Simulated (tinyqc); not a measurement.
# Minority carriers and saturation current of a heavily doped emitter: effects of single changes

n-type, parabolic bands, full ionisation. eta = (EF - Ec)/kB T solves N = Nc F12(eta), F12(x) = (2/sqrt(pi)) int_0^infinity sqrt(u)/(1 + exp(u - x)) du. The gap shrinks rigidly by dEg = E1 [ln(N/N0) + sqrt(ln^2(N/N0) + 0.5)], an empirical law that is here taken as the true narrowing.

Values chosen for this exercise; band and dielectric values close to those of silicon: temperature T = 300 K; band gap Eg = 1.14 eV; conduction-band density of states at 300 K Nc = 2.8e19 cm^-3; valence-band density of states at 300 K Nv = 2.6e19 cm^-3; ionised donor density N = 1.6e20 cm^-3; energy of the narrowing law E1 = 9.2 meV; density of the narrowing law N0 = 1.9e17 cm^-3; minority-hole mobility mup = 220 cm^2/(V s); Auger coefficient Cn = 2.2e-31 cm^6/s; defect lifetime ts = 1.5 us; emitter width W = 380 nm.

Constants: q = 1.602176634e-19 C, kB = 1.380649e-23 J/K, Vt = kB T/q. Results are converted to the units shown.

Each table varies one quantity; the others keep the values above.

## Approximations to the Fermi level

With u = N/Nc: Boltzmann ln u; Joyce-Dixon ln u + 0.353553 u - 4.95009e-3 u^2 + 1.48386e-4 u^3 - 4.42563e-6 u^4; degenerate limit (3 sqrt(pi) u/4)^(2/3). The Einstein ratio is D/(mu Vt) = F12/Fm, Fm(x) = dF12/dx = (1/sqrt(pi)) int_0^infinity u^(-1/2)/(1 + exp(u - x)) du.

Approximations to the Fermi level:
```
N (cm^-3)      N/Nc       eta  Boltzmann  Joyce-Dixon  degenerate  D/(mu Vt)
1.7e18     0.060714   -2.7801    -2.8016      -2.7801     0.18676     1.0214
3.8e18      0.13571   -1.9493    -1.9972      -1.9493     0.31928     1.0478
8.6e18      0.30714   -1.0723    -1.1804      -1.0723     0.55037     1.1077
1.9e19      0.67857  -0.15009   -0.38777     -0.15009     0.93359     1.2355
4.3e19       1.5357   0.96079    0.42900      0.96079      1.6093     1.5211
9.6e19       3.4286    2.3916     1.2321       2.3915      2.7489     2.1115
2.2e20       7.8571    4.5916     2.0614       4.5889      4.7782     3.3288
4.8e20       17.143    7.9329     2.8416       7.8131      8.0380     5.4329
1.1e21       39.286    13.912     3.6709       8.3758      13.972     9.3546
```

What does the table show?

Boltzmann is within 0.1 of eta up to N/Nc = 0.14, Joyce-Dixon within 0.01 up to 7.9, and the degenerate limit is off by 0.059 in the last row. The Einstein ratio rises from 1.02 to 9.35: degenerate carriers diffuse faster for the same mobility.

## Effect of the contact

ni = sqrt(Nc Nv) exp(-Eg/(2 Vt)), Eg in volts; degeneracy factor g = F12(eta) exp(-eta); nie^2 = ni^2 exp(dEg/kB T) g, p0 = nie^2/N; apparent narrowing dEg + kB T ln g. 1/tau = Cn N^2 + 1/ts, D = mup Vt, L = sqrt(D tau); J0 = (q p0 D/L)(s + tanh(W/L))/(1 + s tanh(W/L)), s = S L/D; the share recombining inside is 1 - 1/[cosh(W/L)(1 + tanh(W/L)/s)].

Results:
```
S (cm/s)  J0 (fA/cm^2)  share inside (%)
80               142.9             99.97
340              143.0             99.87
1500             143.4             99.45
6200             144.7             97.79
26000            149.8             91.77
1.1e5            164.4             76.46
2.1e6            200.4             48.25
8.8e6            204.8             45.50
```

Estimate the missing row, S = 4.8e5 cm/s.

Computed row:
```
S (cm/s)  J0 (fA/cm^2)  share inside (%)
4.8e5            186.7             57.71
```

With this row back in the table: J0 rises from 143 to 205 fA/cm^2, between the limits q p0 (D/L) tanh(W/L) = 143 and q p0 (D/L) coth(W/L) = 206; W/L = 1.2, so passivating the contact can gain at most a factor of 1.44.

Range of the model: Band tails, non-parabolic bands and incomplete ionisation are left out.

tinyqc, about 0.01 s, one thread, Intel Xeon 2.30GHz (shared host): `OMP_NUM_THREADS=1 python tinyqc.py 2330010 2330011 out.jsonl`
